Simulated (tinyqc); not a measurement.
Free-carrier optics of a doped semiconductor (Drude model with one polar phonon): one step. Dielectric function at one energy. Three cases, with inputs chosen for the exercise.

Task: Insert the numbers.

eps(E) = ei [1 - Ep^2/(E^2 + i E Gam)] + (es - ei) wT^2/(wT^2 - E^2 - i E gT), with Ep^2 = 8 pi c (e^2/(4 pi eps0)) N/(m ei), c = hbar^2/2m0, N in 1/angstrom^3 (1e-24 per 1/cm^3); Gam = hbar/tau, tau = mu m m0/e with m0/e = 5.685630e-12 kg/C and mu in m^2/(V s). Energies in meV.

Case 1.

Values chosen (mass and dielectric values near those of GaAs; N and mu are free inputs; interband absorption and the rise of the mass with filling are left out; shifted at random, so the results belong to these values and not to a real crystal): E = 116.3 meV (photon energy); ei = 11.14 (high-frequency dielectric constant); wT = 32.9 meV (TO phonon); es = 13.42 (static dielectric constant); gT = 0.3 meV (phonon damping).

Ep = 46.8740 meV
Gam = 9.0134 meV

Case 2.

Values chosen (mass and dielectric values near those of InAs; N and mu are free inputs; interband absorption and the rise of the mass with filling are left out; shifted at random, so the results belong to these values and not to a real crystal): E = 30.2 meV (photon energy); ei = 12.64 (high-frequency dielectric constant); wT = 27.5 meV (TO phonon); es = 15.62 (static dielectric constant); gT = 0.6 meV (phonon damping).

Ep = 28.7671 meV
Gam = 6.6533 meV

Case 3.

Values chosen (mass and dielectric values near those of InSb; N and mu are free inputs; interband absorption and the rise of the mass with filling are left out; shifted at random, so the results belong to these values and not to a real crystal): E = 23.5 meV (photon energy); ei = 15.92 (high-frequency dielectric constant); wT = 22.6 meV (TO phonon); es = 17.24 (static dielectric constant); gT = 0.4 meV (phonon damping).

Ep = 34.6298 meV
Gam = 9.0869 meV

Give: free-carrier term; eps.

Result:

Case 1.

free-carrier term = -1.7988+0.1394i
eps = 9.1428+0.1400i

Case 2.

free-carrier term = -10.9381+2.4098i
eps = -12.5708+4.0698i

Case 3.

free-carrier term = -30.074+11.629i
eps = -29.610+15.131i

Computed by tinyqc, one run a case: `OMP_NUM_THREADS=1 python tinyqc.py N N+1 out.jsonl` with N = 1681866, 1682004, 1682125; one thread of a shared Intel(R) Xeon(R) Processor @ 2.30GHz, about 0.01 s a run at most.
